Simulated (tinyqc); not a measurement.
Six-band Luttinger-Kohn model with strain: one step. Band edges at k = 0. Five cases, with inputs chosen for the exercise.

Task: Diagonalise H at k = 0. The weights add +m and -m (m along z) and are averaged over each pair.

Six-band Luttinger-Kohn model in the basis |3/2,3/2>, |3/2,1/2>, |3/2,-1/2>, |3/2,-3/2>, |1/2,1/2>, |1/2,-1/2>, electron energies, zero at the top of the unstrained valence band. H = -[rows: (P+Q, -S, R, 0, -S/r2, r2 R); (-S*, P-Q, 0, R, -r2 Q, r32 S); (R*, 0, P-Q, S, r32 S*, r2 Q); (0, R*, S*, P+Q, -r2 R*, -S*/r2); (-S*/r2, -r2 Q, r32 S, -r2 R, P+Dso, 0); (r2 R*, r32 S*, r2 Q, -S/r2, 0, P+Dso)], r2 = sqrt(2), r32 = sqrt(3/2). Levels are twofold.

P = c g1 k^2 - av tr(e); Q = c g2 (kx^2 + ky^2 - 2 kz^2) - (b/2)(exx + eyy - 2 ezz); R = c sqrt3 [-g2 (kx^2 - ky^2) + 2i g3 kx ky] + (sqrt3/2) b (exx - eyy) - i d exy; S = 2 c sqrt3 g3 (kx - i ky) kz - d (exz - i eyz); c = hbar^2/2m0, e the strain tensor (not engineering shear).

Constants: hbar^2/2m0 = 3.80998211 eV angstrom^2.

Case 1.

Values chosen (near those of InP; the results hold for these values, not for the real material): Dso = 0.109 eV (spin-orbit splitting); g1 = 5.09 (Luttinger gamma1); g2 = 1.61 (gamma2); g3 = 2.1 (gamma3); av = 0.58 eV (valence hydrostatic potential); b = -2.03 eV (tetragonal shear potential); d = -5.01 eV (trigonal shear potential).

strain tensor:
```
            x            y            z
x  0.00361044   0.00000000   0.00000000
y  0.00000000  -0.00130759   0.00000000
z  0.00000000   0.00000000  -0.00130759
```

Case 2.

Values chosen (near those of InP; the results hold for these values, not for the real material): Dso = 0.111 eV (spin-orbit splitting); g1 = 5.05 (Luttinger gamma1); g2 = 1.61 (gamma2); g3 = 2.11 (gamma3); av = 0.6 eV (valence hydrostatic potential); b = -2.03 eV (tetragonal shear potential); d = -4.97 eV (trigonal shear potential).

strain tensor:
```
             x            y           z
x  -0.01361337   0.00000000  0.00000000
y   0.00000000  -0.01361337  0.00000000
z   0.00000000   0.00000000  0.01459715
```

Case 3.

Values chosen (near those of GaSb; the results hold for these values, not for the real material): Dso = 0.755 eV (spin-orbit splitting); g1 = 13.39 (Luttinger gamma1); g2 = 4.71 (gamma2); g3 = 6 (gamma3); av = 0.8 eV (valence hydrostatic potential); b = -1.99 eV (tetragonal shear potential); d = -4.73 eV (trigonal shear potential).

strain tensor:
```
             x            y           z
x  -0.00241661  -0.00259815  0.00000000
y  -0.00259815  -0.00241661  0.00000000
z   0.00000000   0.00000000  0.00217522
```

Case 4.

Values chosen (near those of AlAs; the results hold for these values, not for the real material): Dso = 0.278 eV (spin-orbit splitting); g1 = 3.75 (Luttinger gamma1); g2 = 0.82 (gamma2); g3 = 1.42 (gamma3); av = 2.48 eV (valence hydrostatic potential); b = -2.3 eV (tetragonal shear potential); d = -3.43 eV (trigonal shear potential).

strain tensor:
```
            x           y            z
x  0.00230809  0.00000000   0.00000000
y  0.00000000  0.00230809   0.00000000
z  0.00000000  0.00000000  -0.00767785
```

Case 5.

Values chosen (near those of Si; the results hold for these values, not for the real material): Dso = 0.044 eV (spin-orbit splitting); g1 = 4.29 (Luttinger gamma1); g2 = 0.34 (gamma2); g3 = 1.45 (gamma3); av = 2.49 eV (valence hydrostatic potential); b = -2.12 eV (tetragonal shear potential); d = -4.91 eV (trigonal shear potential).

strain tensor:
```
             x            y           z
x  -0.00141223  -0.00164141  0.00000000
y  -0.00164141  -0.00141223  0.00000000
z   0.00000000   0.00000000  0.00105456
```

Give: edges from the top; weights at k = 0.

Result:

Case 1.

edges from the top (eV): 0.0106  -0.0074  -0.1104

weights at k = 0:
```
               top  second  third
|3/2,+-3/2>  0.250   0.736  0.014
|3/2,+-1/2>  0.750   0.245  0.005
|1/2,+-1/2>  0.000   0.019  0.981
```

The stress splits the top two pairs by 18.0 meV, 0.70 times kT at 300 K (25.85 meV); the third lies 121.0 meV below the top, against Dso = 109 meV without stress.

Case 2.

edges from the top (eV): 0.0497  -0.0064  -0.1770

weights at k = 0:
```
               top  second  third
|3/2,+-3/2>  1.000   0.000  0.000
|3/2,+-1/2>  0.000   0.657  0.343
|1/2,+-1/2>  0.000   0.343  0.657
```

The stress splits the top two pairs by 56.1 meV, 2.17 times kT at 300 K (25.85 meV); the third lies 226.7 meV below the top, against Dso = 111 meV without stress.

Case 3.

edges from the top (eV): 0.0138  -0.0174  -0.7577

weights at k = 0:
```
               top  second  third
|3/2,+-3/2>  0.795   0.204  0.001
|3/2,+-1/2>  0.204   0.796  0.000
|1/2,+-1/2>  0.001   0.000  0.999
```

The stress splits the top two pairs by 31.2 meV, 1.21 times kT at 300 K (25.85 meV); the third lies 771.5 meV below the top, against Dso = 755 meV without stress.

Case 4.

edges from the top (eV): 0.0188  -0.0306  -0.2891

weights at k = 0:
```
               top  second  third
|3/2,+-3/2>  0.000   1.000  0.000
|3/2,+-1/2>  0.989   0.000  0.011
|1/2,+-1/2>  0.011   0.000  0.989
```

The stress splits the top two pairs by 49.4 meV, 1.91 times kT at 300 K (25.85 meV); the third lies 307.9 meV below the top, against Dso = 278 meV without stress.

Case 5.

edges from the top (eV): 0.0084  -0.0140  -0.0517

weights at k = 0:
```
               top  second  third
|3/2,+-3/2>  0.722   0.242  0.036
|3/2,+-1/2>  0.225   0.757  0.018
|1/2,+-1/2>  0.054   0.001  0.946
```

The stress splits the top two pairs by 22.4 meV, 0.87 times kT at 300 K (25.85 meV); the third lies 60.1 meV below the top, against Dso = 44 meV without stress.

Computed by tinyqc, one run a case: `OMP_NUM_THREADS=1 python tinyqc.py N N+1 out.jsonl` with N = 1051092, 1051130, 1051161, 1051175, 1051295; one thread of a shared Intel(R) Xeon(R) Processor @ 2.30GHz, about 0.3 s a run at most.
